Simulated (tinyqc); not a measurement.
MOSFET in the linear regime without short-channel effects, parameter extraction from computed curves: two steps of the calculation.

Inversion charge Q = Cox n Vt W0(exp((Vg - VT)/(n Vt))), W0 the Lambert function and n = nf; u = Q/Cox; mobility mu = mu0/(1 + th1 u + th2 u^2); channel resistance Rch = (L - dL)/(W mu Q); Id = Vd/(Rch + Rsd/W). Cox = eps0 eox/tox. Small Vd, no channel-length or drain effects.

Inputs (values chosen for the exercise); channel values of the order met in silicon transistors:
```
symbol,value,unit,meaning
T,400,K,temperature
eox,3.9,,relative permittivity of the gate insulator (close to silicon dioxide)
tox,1.8,nm,insulator thickness
mu0,100,cm^2/(V s),low-field mobility
th1,0.62,1/V,first mobility attenuation factor
th2,0,1/V^2,second mobility attenuation factor
VT,0.28,V,threshold voltage
nf,1.15,,body factor
W,1,um,gate width
L,0.18,um,drawn gate length
dL,0.017,um,drawn less effective length
Rsd,240,ohm um,source plus drain resistance
Vd,0.05,V,drain voltage
```

Constants: q = 1.602176634e-19 C, kB = 1.380649e-23 J/K, Vt = kB T/q, eps0 = 8.8541878128e-14 F/cm where lengths are in cm. Results are converted to the units shown.

Question 1. Transfer curve. u, mu, Rch and Id as defined.

Vg, point 0 to 9 (V): 0.04  0.16  0.28  0.4  0.52  0.64  0.76  0.88  1  1.12

Find: u; mu; Rch; Id.

Answer 1.

```
point     u (V)  mu (cm^2/(V s))  Rch (ohm)   Id (uA)
0      9.282e-5            99.99    9.154e6  0.005462
1      0.001834            99.89    4.639e5    0.1077
2       0.02248            98.63    3.832e4     1.297
3       0.08827            94.81    1.015e4     4.811
4        0.1800            89.96       5247     9.113
5        0.2822            85.11       3538     13.24
6        0.3894            80.55       2709     16.96
7        0.4996            76.35       2228     20.26
8        0.6115            72.51       1916     23.19
9        0.7248            69.00       1699     25.79
```

Question 2. Threshold and mobility at the peak transconductance. gm_i = (Id_(i+1) - Id_(i-1))/(Vg_(i+1) - Vg_(i-1)); at the point j of largest gm the tangent meets the axis at V_ext = Vg_j - Id_j/gm_j; field-effect mobility gm_j L/(W Cox Vd) with the drawn L.

```
point  Vg (V)       Id (uA)
0        0.04  0.0054619924
1        0.16    0.10772626
2        0.28     1.2966527
3         0.4     4.8110021
4        0.52     9.1129306
5        0.64     13.235618
6        0.76     16.957154
7        0.88     20.262411
8           1     23.189220
9        1.12     25.785731
```

Find: gm; j; V_ext; field-effect mobility.

Answer 2.

gm, point 1 to 8 (uS): 5.3800  19.597  32.568  35.103  32.684  29.278  25.967  23.014
j = 4
V_ext = 0.26039 V
field-effect mobility = 65.872 cm^2/(V s)

V_ext is 20 mV below the model VT, and the mobility so found is 40 % below mu0 L/(L - dL) = 110 cm^2/(V s), the value for the drawn L; attenuation, series resistance and the slow approach of Q to a straight line all lower the peak gm.

Numbers from tinyqc (`OMP_NUM_THREADS=1 python tinyqc.py 2210142 2210143 out.jsonl`; about 0.01 s on one thread of a shared Intel Xeon 2.30GHz).
